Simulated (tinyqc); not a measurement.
Free and trapped electrons in a MOS channel with a dense trap tail: one step of the calculation.

p-type body, charge-sheet picture, full ionisation (an idealisation for deep acceptors), Boltzmann statistics for free electrons. e = Ec - EF at the surface. Acceptor-like traps of density D(E) = D0 + De exp(-E/Ew) at depth E below Ec, from 0 to Eu, hold n_t = integral of D(E)/(1 + exp((e - E)/Vt)). psi = Eg - Vt ln(Nv/Na) - e; N_dep = sqrt(2 eps0 eps_r Na (psi - Vt)/q); n_f = sqrt(N_dep^2 + 2 eps0 eps_r Vt Nc exp(-e/Vt)/q) - N_dep; Vg = Vfb + psi + q (N_dep + n_t + n_f)/Cox, Cox = eps0 eox/tox.

Task. Charges and gate voltage. psi, N_dep, n_f and Vg as defined, with the n_t given; free share n_f/(n_f + n_t); apparent mobility mf n_f/(n_f + n_t); gate voltage spent on traps q n_t/Cox.

Values chosen for this exercise; band and dielectric values close to those of gallium nitride: temperature T = 300 K; band gap Eg = 3.36 eV; relative permittivity eps_r = 9.46; conduction-band density of states at T Nc = 2.26e18 cm^-3; valence-band density of states at T Nv = 4.68e19 cm^-3; relative permittivity of the insulator eox = 3.9; insulator thickness tox = 28 nm; acceptor density Na = 3.6e16 cm^-3; flat-band voltage without trapped charge Vfb = -2.76 V; mobility of free electrons mf = 76 cm^2/(V s); Ec - EF at the surface e = 0.026 eV.

Constants: q = 1.602176634e-19 C, kB = 1.380649e-23 J/K, Vt = kB T/q, eps0 = 8.8541878128e-14 F/cm where lengths are in cm. Results are converted to the units shown.

n_t = 1.4827384e12 cm^-2

Give: psi; N_dep; n_f; Vg; free share; apparent mobility; gate voltage spent on traps.

Result.

psi = 3.1486 V
N_dep = 1.0842e12 cm^-2
n_f = 9.8570e10 cm^-2
Vg = 3.8515 V
free share = 6.2334 %
apparent mobility = 4.7374 cm^2/(V s)
gate voltage spent on traps = 1.9263 V

tinyqc, about 0.02 s, one thread, Intel Xeon 2.30GHz (shared host): `OMP_NUM_THREADS=1 python tinyqc.py 2222207 2222208 out.jsonl`
